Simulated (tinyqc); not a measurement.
Ferroelectric hysteresis, discrete Preisach model: two steps of the calculation.

25 bistable elements (j, k) switch to +1 when V reaches u_j and to -1 when V falls to -u_k, and keep their state between. P = Ps sum w_jk s_jk. All elements start at -1. No time dependence and no dielectric part.

Parameters, values chosen for the exercise: saturation polarisation Ps = 25 uC/cm^2; mean coercive voltage Vc = 1 V; spread of the switching voltages sg = 0.35 V; list of the u_j up = [0.25, 0.75, 1.25, 1.75, 2.25] V; correlation of up and down voltages cr = 0.8.

Problem 1. Weights. w_jk is proportional to exp[-(a_j^2 + a_k^2 - 2 cr a_j a_k)/(2 (1 - cr^2))], a_j = (u_j - Vc)/sg, and the weights sum to one.

Wanted: w.

Solution 1.

w:
```
        d=-0.25  d=-0.75  d=-1.25  d=-1.75  d=-2.25
u=0.25  0.04060  0.01306  0.00001  0.00000  0.00000
u=0.75  0.01306  0.39200  0.04060  0.00001  0.00000
u=1.25  0.00001  0.04060  0.39200  0.01306  0.00000
u=1.75  0.00000  0.00001  0.01306  0.04060  0.00044
u=2.25  0.00000  0.00000  0.00000  0.00044  0.00044
```

Problem 2. The voltage goes to 1.5 V. Rows with u_j <= V turn to +1; columns with V <= -u_k turn to -1; P = Ps sum w s.

states after step 2:
```
        d=-0.25  d=-0.75  d=-1.25  d=-1.75  d=-2.25
u=0.25       -1       -1       -1       -1        1
u=0.75       -1       -1       -1       -1        1
u=1.25       -1       -1       -1       -1        1
u=1.75       -1       -1       -1       -1        1
u=2.25       -1       -1       -1       -1       -1
```

w:
```
           d=-0.25     d=-0.75     d=-1.25     d=-1.75     d=-2.25
u=0.25  0.04059625  0.01306437  0.00001451  0.00000000  0.00000000
u=0.75  0.01306437  0.39199512  0.04059625  0.00001451  0.00000000
u=1.25  0.00001451  0.04059625  0.39199512  0.01306437  0.00000150
u=1.75  0.00000000  0.00001451  0.01306437  0.04059625  0.00043541
u=2.25  0.00000000  0.00000000  0.00000150  0.00043541  0.00043541
```

V = 1.5 V

Give: states after step 3; P after step 3.

Solution 2.

states after step 3:
```
        d=-0.25  d=-0.75  d=-1.25  d=-1.75  d=-2.25
u=0.25        1        1        1        1        1
u=0.75        1        1        1        1        1
u=1.25        1        1        1        1        1
u=1.75       -1       -1       -1       -1        1
u=2.25       -1       -1       -1       -1       -1
```

P after step 3 = 22.27 uC/cm^2

Program tinyqc, `OMP_NUM_THREADS=1 python tinyqc.py 2860044 2860045 out.jsonl`; Intel Xeon 2.30GHz, shared host, one thread, about 0.01 s.
